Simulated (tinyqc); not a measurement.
The diagram with and without ligand: potential-pH (Pourbaix) lines of a metal, its cation, its oxide and an oxyanion, with a complexing ligand. Computed by tinyqc, a small Python program. Command: `OMP_NUM_THREADS=1 python tinyqc.py 3004119 3004120 out.jsonl pourb walk`. One thread of a shared host (Intel(R) Xeon(R) Processor @ 2.30GHz), about 0.02 s of CPU time with the checks.

Potentials are against the standard hydrogen electrode; solids and water have unit activity; dG_f of M, H+ and the electron is zero; F = e N_A and s = R T ln(10)/F. The cation carries z = 3.

Inputs (values chosen for the exercise, modelled on aluminium):

| quantity | value | unit |
|---|---|---|
| dG_f of the cation | -489.4 | kJ/mol |
| dG_f of the oxide | -1582.1 | kJ/mol |
| dG_f of the oxyanion | -827.6 | kJ/mol |
| dG_f of water | -237.14 | kJ/mol |
| temperature T | 298.15 | K |
| log10 of the dissolved activity a | -4 | - |
| log10 of the stability constant beta of ML | 5.7 | - |
| pKa of HL | 5 | - |
| total ligand c_L | 0.36 | mol/L |

Species: M, M3+, M2O3, MO2(-).

Constants: R = 8.314462618 J/(mol K); e = 1.602176634e-19 C; N_A = 6.02214076e+23 1/mol.

Method. M3+ + 3e = M; (1/2) M2O3 + 3H+ + 3e = M + (3/2) H2O; MO2(-) + 4H+ + 3e = M + 2H2O. For each, E0 = -dG/(z F), and E = E0 + (s/z) log10 a - (s n_H/z) pH, with no activity term for the oxide. The free ligand is c_L/(1 + 10^(pKa - pH)) (ligand in excess); dissolved metal is a in all, so the free cation is a/alpha, alpha = 1 + beta [L]; the cation line drops by (s/z) log10 alpha.

E0 (V): cation -1.69076, oxide -1.50399, oxyanion -1.22063

s = 0.0591593 V

Lines against the metal (V); the species with the lowest line is stable above it:

| pH | cation | oxide | oxyanion | stable above | cation with ligand | stable above, ligand |
|---|---|---|---|---|---|---|
| 0 | -1.7696 | -1.5040 | -1.2995 | cation | -1.7785 | dissolved |
| 2 | -1.7696 | -1.6223 | -1.4573 | cation | -1.8142 | dissolved |
| 4 | -1.7696 | -1.7406 | -1.6150 | cation | -1.8528 | dissolved |
| 5 | -1.7696 | -1.7998 | -1.6939 | oxide | -1.8674 | dissolved |
| 6 | -1.7696 | -1.8589 | -1.7728 | oxide | -1.8725 | dissolved |
| 7 | -1.7696 | -1.9181 | -1.8517 | oxide | -1.8732 | oxide |
| 8 | -1.7696 | -1.9773 | -1.9305 | oxide | -1.8733 | oxide |
| 9 | -1.7696 | -2.0364 | -2.0094 | oxide | -1.8733 | oxide |
| 10 | -1.7696 | -2.0956 | -2.0883 | oxide | -1.8733 | oxide |
| 12 | -1.7696 | -2.2139 | -2.2461 | oxyanion | -1.8733 | oxyanion |
| 14 | -1.7696 | -2.3322 | -2.4038 | oxyanion | -1.8733 | oxyanion |

What follows from these numbers?

Without ligand the oxide holds 6 of the eleven rows (pH 5 to 10), with it 4 (pH 7, 8, 9, 10). The ligand acts once beta [L] exceeds 1, from pH = pKa - log10(beta c_L) = -0.3 on, that is in all rows; its line then falls by at most s/z per pH unit and flattens beyond pKa, 0.104 V below the free cation at most. The oxide line falls faster, by s per pH unit, so the oxide takes over again at higher pH.

Extremes, crossings and ranges named in words are read from the listed rows.
